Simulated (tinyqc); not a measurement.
Inside a calculation. Model: configuration-coordinate model of a defect: Huang-Rhys factor and luminescence line shape. Computed by tinyqc, a small Python program that keeps every step. Command: `OMP_NUM_THREADS=1 python tinyqc.py 3004916 3004917 out.jsonl ccline walk`. One thread of a shared host (Intel(R) Xeon(R) Processor @ 2.30GHz), about 0.02 s of CPU time with the checks. Intermediate numbers are printed to about 6 digits and carried at full precision; extremes and crossings named in words are read from the listed rows.

Ground state E_g(Q) = (1/2) omega_g^2 Q^2; excited state E_e(Q) = E_0 + (1/2) omega_e^2 (Q - dQ)^2 with omega_e = omega_g and E_0 = E_ZPL. Q is mass-weighted; the dipole does not depend on Q (Condon approximation).

Inputs (values chosen for the exercise, for a model defect in a wide-gap host):

| quantity | value | unit |
|---|---|---|
| zero-phonon energy E_ZPL | 2.25 | eV |
| displacement dQ | 1.38 | u^(1/2) angstrom |
| ground-state phonon hbar omega_g | 32.2 | meV |
| temperature T | 200 | K |
| refractive index n_r | 2.28 | - |
| transition dipole mu | 2.2 | e angstrom |
| quenching prefactor nu_0 | 1e+11 | 1/s |

Modes: equal frequencies in both states.

Constants: hbar^2/u = 4.18015928e-03 eV angstrom^2; k_B = 8.617333262e-05 eV/K; hbar = 6.582119569e-16 eV s; e = 1.602176634e-19 C; eps_0 = 8.8541878128e-12 F/m; hbar = 1.054571817e-34 J s; c = 299792458 m/s.

## Huang-Rhys factors and vertical energies

S = hbar omega dQ^2/(2 hbar^2/u) for each state; relaxation energy S hbar omega; absorption at E_0 + S_e hbar omega_e, emission at E_0 - S_g hbar omega_g; the Stokes shift is their difference.

S_g = 7.33485

S_e = 7.33485

relaxation energy, ground state = 0.236182 eV

relaxation energy, excited state = 0.236182 eV

vertical absorption energy = 2.48618 eV

vertical emission energy = 2.01382 eV

Stokes shift = 0.472364 eV

The coupling is strong: a broad band, with almost no zero-phonon line.

## Emission lines at zero temperature

From the lowest excited level the line to ground level n lies at E_ZPL - n hbar omega_g with Franck-Condon weight exp(-S) S^n/n!; the emitted intensity carries a further factor E^3. S = S_g; up to eleven lines, of positive energy only, from n = max(0, integer part of S - 5).

Lines:

| n | energy (eV) | weight | intensity / largest |
|---|---|---|---|
| 2 | 2.1856 | 0.017550 | 0.14924 |
| 3 | 2.1534 | 0.042908 | 0.34898 |
| 4 | 2.1212 | 0.078681 | 0.61166 |
| 5 | 2.0890 | 0.115422 | 0.85704 |
| 6 | 2.0568 | 0.141101 | 1.00000 |
| 7 | 2.0246 | 0.147851 | 0.99939 |
| 8 | 1.9924 | 0.135558 | 0.87327 |
| 9 | 1.9602 | 0.110477 | 0.67775 |
| 10 | 1.9280 | 0.081033 | 0.47302 |
| 11 | 1.8958 | 0.054033 | 0.29987 |
| 12 | 1.8636 | 0.033027 | 0.17411 |

The weight peaks at n = 7 and the intensity at n = 6.

## Band at temperature T

Overlaps <m_e|n_g> of harmonic-oscillator functions (Hermite recursion, positive leading coefficients) by a sum over an even grid (700 points from x = -9 to 9 + d for the small table, 1500 points from -16 to 16 + d for the thermal sums), with x = Q sqrt(omega_g/hbar), d = sqrt(2 S_g) and frequency ratio omega_e/omega_g. Initial levels m = 0..24 carry Boltzmann weights exp(-m hbar omega_e/k_B T), normalised; final levels n = 0..79; a line lies at E_ZPL + m hbar omega_e - n hbar omega_g with weight w_m <m|n>^2. Moments are taken over these weights without the E^3 factor; FWHM = 2 sqrt(2 ln 2) x standard deviation; the zero-phonon weight is the sum of w_m <m|m>^2.

mean emission energy = 2.01382 eV

FWHM from the second moment = 0.239937 eV

zero-phonon weight = 0.00637456

skewness = -0.231495

## Crossing, radiative lifetime and thermal quenching

The curves cross at the root Q_c nearest dQ; the barrier is (1/2) omega_e^2 (Q_c - dQ)^2, with (1/2) omega^2 = (hbar omega)^2/(2 hbar^2/u). k_r = n_r omega^3 mu^2/(3 pi eps_0 hbar c^3) at the vertical emission energy, without local-field correction; k_nr = nu_0 exp(-barrier/k_B T) (Mott-Seitz); yield = k_r/(k_r + k_nr); T_1/2 = barrier/(k_B ln(nu_0/k_r)).

Q_c = 7.26332 u^(1/2) angstrom

classical barrier = 4.29273 eV

radiative lifetime = 2.92276 ns

luminescence yield = 1

quenching temperature T_1/2 = 8773.80 K

The barrier is so high that this route does not halve the yield below 1000 K. Caution: the curves cross far outside the range of the harmonic model, so the barrier and T_1/2 have no quantitative meaning.

## Width and zero-phonon weight against temperature

For comparison: FWHM(0) sqrt(coth(hbar omega_e/2 k_B T)) with FWHM(0) from the first row, and exp(-S_g coth(hbar omega_e/2 k_B T)).

Against temperature:

| T (K) | mean energy (eV) | FWHM (eV) | coth law (eV) | zero-phonon weight | exp(-S coth) |
|---|---|---|---|---|---|
| 19 | 2.01382 | 0.205357 | 0.205357 | 0.0006524 | 6.52402e-04 |
| 56 | 2.01382 | 0.205617 | 0.205617 | 0.0006848 | 6.40391e-04 |
| 110 | 2.01382 | 0.212350 | 0.212350 | 0.0016023 | 3.92519e-04 |
| 190 | 2.01382 | 0.236417 | 0.236417 | 0.0057111 | 5.99847e-05 |
| 300 | 2.01382 | 0.276137 | 0.276137 | 0.0132844 | 1.73873e-06 |
| 450 | 2.01382 | 0.327633 | 0.327633 | 0.0216200 | 7.79225e-09 |
| 640 | 2.01382 | 0.385407 | 0.385409 | 0.0278276 | 6.02307e-12 |

The width grows by a factor 1.88, flat while k_B T is well below hbar omega and as sqrt(T) above; for equal frequencies the coth law is exact. The mean energy stays fixed, as it must for equal frequencies. The zero-phonon weight goes from 6.52e-4 to 0.0278; the single exponential assumes equal frequencies, leaves out lines that absorb and emit the same number of phonons, and falls to 6.02e-12. The rise of the weight is a feature of one sharp mode; with a spread of mode energies those lines leave the zero-phonon energy and the weight falls.

Checks made by the program: grid overlaps at equal frequencies against the Poisson weights (relative difference below 1e-10); width at T against the coth law (relative difference below 1e-10).
